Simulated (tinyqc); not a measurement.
Worked calculation: lattice vibrations of a chain. Computed by tinyqc, a small Python program that keeps every step. Command: `OMP_NUM_THREADS=1 python tinyqc.py 29659 29660 out.jsonl` (the two numbers bound the seeds that draw the settings). One thread of a shared host (Intel(R) Xeon(R) Processor @ 2.60GHz), about 0.01 s of CPU time with the checks.

## Dynamical matrix at q = 0.14

A chain moving along its axis:
```
atom  mass (u)  spring to the next atom (eV/angstrom^2)
1      11.2000                                  16.2000
2       1.3000                                   8.7000
3      79.6000                                  20.6000
4      46.7000                                  14.1000
```

q is in units of 2 pi/a. A spring k from atom i to atom j, n cells on, adds k to Phi_ii and Phi_jj, -k exp(2 pi i q n) to Phi_ij and the conjugate to Phi_ji (for one atom a cell: 2k (1 - cos 2 pi q n)); D_ij = Phi_ij / sqrt(m_i m_j).

D(q) (eV/(angstrom^2 u)), lower triangle (Hermitian):
```
                 1        2        3       4
1           2.7054
2          -4.2456  19.1538
3           0.0000  -0.8552   0.3681
4  -0.3930-0.4750i   0.0000  -0.3379  0.7430
```

## Frequencies

omega^2 are the eigenvalues; wavenumber = 521.4708 sqrt(eigenvalue) 1/cm.

eigenvalues: 0.0182  0.7504  1.9806  20.2211

wavenumbers (1/cm): 70.4  451.7  733.9  2344.9

weights |e|^2 of the mass-weighted modes:
```
        mode 1  mode 2  mode 3  mode 4
atom 1  0.0736  0.1165  0.7543  0.0555
atom 2  0.0083  0.0041  0.0449  0.9427
atom 3  0.5833  0.4064  0.0085  0.0018
atom 4  0.3348  0.4729  0.1922  0.0001
```

## Dispersion and heat capacity

C/k_B per atom = mean over q = (j + 1/2)/80, j = 0..39 and all branches of y^2 e^y/(e^y - 1)^2, y = hc wavenumber / k_B T.

Wavenumbers (1/cm):
```
q       branch 1  branch 2  branch 3   branch 4
0.0000    0.0000  460.9195  731.5393  2344.9453
0.0625   31.8453  459.0262  732.0394  2344.9444
0.1250   63.1025  453.5333  733.4432  2344.9417
0.1875   93.1096  444.9908  735.4901  2344.9378
0.2500  121.0396  434.2975  737.8272  2344.9331
0.3125  145.7779  422.7242  740.0871  2344.9284
0.3750  165.7899  411.9745  741.9468  2344.9244
0.4375  179.1182  404.1446  743.1626  2344.9218
0.5000  183.8446  401.2409  743.5846  2344.9209
```

Heat capacity:
```
T (K)  C/k_B per atom
20             0.0455
50             0.1208
100            0.2165
200            0.3874
300            0.5163
600            0.6995
1200           0.8628
```

zero-point energy per atom = 56.2137 meV
